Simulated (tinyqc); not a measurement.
What moves the results: optical gain and spontaneous emission in a bulk direct-gap semiconductor. A value that a table varies takes the place of the one given here.

Parabolic bands, vertical transitions, no excitons. For each hole band j: mr = me mj/(me + mj); joint density of states J_j(E) = (mr/c)^(3/2) sqrt(E - Eg)/(2 pi^2), both spins, c = hbar^2/2m0; averaged matrix element |e.p|^2 = m0 Ep/6; alpha_j(E) = 4 pi^2 alpha_f c Ep J_j/(3 nr E) in 1/angstrom (alpha_f the fine-structure constant, listed as alpha among the constants), times 1e8 for 1/cm.

F_j(eta) = (1/Gamma(j + 1)) integral_0^infinity x^j dx/(1 + exp(x - eta)), which tends to exp(eta) for eta << 0.

Quasi-Fermi levels: n = Nc F_1/2(Fc/kT) and p = Nv F_1/2(Fv/kT), Fc counted up from the conduction edge and Fv down from the valence edge; Nc, Nv from N = 2 (m kB T/(4 pi c))^(3/2) with c = hbar^2/2m0, in 1/angstrom^3; times 1e24 for 1/cm^3, with me and (mhh^(3/2) + mlh^(3/2))^(2/3).

For band j the electron sits at Ee = (E - Eg) mr/me above its edge and the hole at Eh = (E - Eg) mr/mj; fe = 1/(1 + exp((Ee - Fc)/kT)), fh = 1/(1 + exp((Eh - Fv)/kT)); gain g = sum_j alpha_j (fe + fh - 1).

Spontaneous rate: R = integral of (nr E/(hbar c))^2/(pi^2 hbar) sum_j alpha_j fe fh dE, with alpha in 1/cm and (nr E/(hbar c))^2 in 1/cm^2 (1e16 per 1/angstrom^2); B = R/(n p); lifetime n/R.

Constants: hbar^2/2m0 = 3.80998211 eV angstrom^2; fine-structure constant alpha = 0.007297352564; kB = 8.617333262e-05 eV/K; hbar = 6.58211957e-16 eV s; hbar c = 1973.269805 eV angstrom.

Values chosen for the exercise (near those of GaN; shifted at random, so the results belong to these values and not to a real crystal): Eg = 3.532 eV (direct gap); me = 0.203 m0 (electron mass); mhh = 1.353 m0 (heavy-hole mass); mlh = 0.2954 m0 (light-hole mass); Ep = 17.4 eV (Kane energy); nr = 2.65 (refractive index); T = 200 K; n = 2.3e+18 1/cm^3 (injected density, n = p).

## Peak gain against injection

The peak is the largest g over E; a dash marks no gain.

Gain:

| n (1/cm^3) | Fc (eV) | Fv (eV) | peak gain (1/cm) | peak E - Eg (eV) | B (cm^3/s) |
|---|---|---|---|---|---|
| 1.7e+18 | 0.0134 | -0.0450 | - | - | 1.12e-10 |
| 2.7e+18 | 0.0261 | -0.0367 | - | - | 1.06e-10 |
| 3.9e+18 | 0.0379 | -0.0301 | 91 | 0.0027 | 9.84e-11 |
| 4.7e+18 | 0.0447 | -0.0267 | 312 | 0.0065 | 9.42e-11 |
| 6.0e+18 | 0.0546 | -0.0221 | 727 | 0.0124 | 8.81e-11 |
| 7.7e+18 | 0.0662 | -0.0174 | 1275 | 0.0196 | 8.14e-11 |
| 1.0e+19 | 0.0802 | -0.0123 | 1973 | 0.0283 | 7.39e-11 |
| 1.3e+19 | 0.0967 | -0.0070 | 2791 | 0.0383 | 6.62e-11 |

transparency density (Fc + Fv = 0) = 3.36e+18 1/cm^3

Gain starts at 3.36e+18 1/cm^3, where Fc = -Fv = 0.0328 eV: with Nv/Nc = 19 the electrons must be degenerate before the holes are. The slope of peak gain against n is 2.76e-16 cm^2 between the first two rows with gain and 2.73e-16 between the last two; the peak moves from 0.0027 to 0.0383 eV above the gap as the bands fill, and B falls by a factor 1.70. Line broadening and gap shrinkage are left out.

## Gain spectrum

At the density n.

Spectrum:

| E - Eg (eV) | alpha, empty (1/cm) | fe, heavy | fh, heavy | g (1/cm) |
|---|---|---|---|---|
| 0.005 | 3792 | 0.730 | 0.088 | -678 |
| 0.010 | 5355 | 0.677 | 0.085 | -1229 |
| 0.020 | 7551 | 0.559 | 0.079 | -2578 |
| 0.030 | 9223 | 0.433 | 0.074 | -4234 |
| 0.045 | 11248 | 0.264 | 0.067 | -7010 |
| 0.060 | 12934 | 0.144 | 0.060 | -9708 |
| 0.080 | 14852 | 0.058 | 0.052 | -12757 |
| 0.100 | 16513 | 0.022 | 0.045 | -15154 |
| 0.130 | 18674 | 0.005 | 0.036 | -17895 |
| 0.170 | 21124 | 0.001 | 0.027 | -20661 |
| 0.220 | 23710 | 0.000 | 0.019 | -23406 |

Fc + Fv = -0.0181 eV

No listed energy has gain; the carriers only bleach the edge. At 0.220 eV above the gap g is -0.99 times the absorption of the empty crystal, whose limit is -1.

## Transparency density and B against temperature

Eg is held fixed; B is taken at n = 1e15 1/cm^3.

Results:

| T (K) | transparency density (1/cm^3) | Fc/kT there | B (cm^3/s) |
|---|---|---|---|
| 100 | 1.19e+18 | 1.904 | 3.58e-10 |
| 150 | 2.18e+18 | 1.904 | 1.95e-10 |
| 200 | 3.36e+18 | 1.904 | 1.27e-10 |
| 250 | 4.69e+18 | 1.904 | 9.10e-11 |
| 300 | 6.16e+18 | 1.904 | 6.93e-11 |
| 350 | 7.77e+18 | 1.904 | 5.51e-11 |
| 400 | 9.49e+18 | 1.904 | 4.52e-11 |
| 500 | 1.33e+19 | 1.904 | 3.25e-11 |

Fc/kT at transparency stays at 1.904, since it depends on Nv/Nc alone, so the density goes as T^1.50. B goes as T^-1.49, against T^-1.5 for non-degenerate carriers: hot carriers spread over k and fewer pairs share a wave vector.

## What moves transparency and gain

Transparency is Fc + Fv = 0; the peak is the largest g over E at the density n (0 if none). Each row changes one parameter from the base and keeps the others.

Results:

| case | transparency density (1/cm^3) | Fc + Fv (eV) | peak gain (1/cm) |
|---|---|---|---|
| base | 3.36e+18 | -0.0181 | 0 |
| me = 0.2334 m0 | 3.83e+18 | -0.0238 | 0 |
| mhh = 0.812 m0 | 2.62e+18 | -0.0061 | 0 |
| Ep = 19.1 eV | 3.36e+18 | -0.0181 | 0 |
| T = 240 K | 4.41e+18 | -0.0363 | 0 |
| n = 2.99e+18 1/cm^3 | 3.36e+18 | -0.0057 | 0 |
| nr = 2.78 | 3.36e+18 | -0.0181 | 0 |

The largest shifts from the base row, up to three for each result and ties (the steps differ in size, so this ranks the rows, not the parameters). transparency density (1/cm^3): T +1.06e+18, mhh -7.35e+17, me +4.79e+17; unchanged at the printed digits by Ep, n and nr. Fc + Fv (eV): T -0.0182, n +0.0124, mhh +0.0120; unchanged at the printed digits by Ep and nr. peak gain (1/cm): unchanged at the printed digits by me, mhh, Ep, T, n and nr.

Run: tinyqc, `OMP_NUM_THREADS=1 python tinyqc.py 1650223 1650224 out.jsonl`; Intel(R) Xeon(R) Processor @ 2.30GHz, one thread, shared host; about 0.1 s of CPU time with all checks.
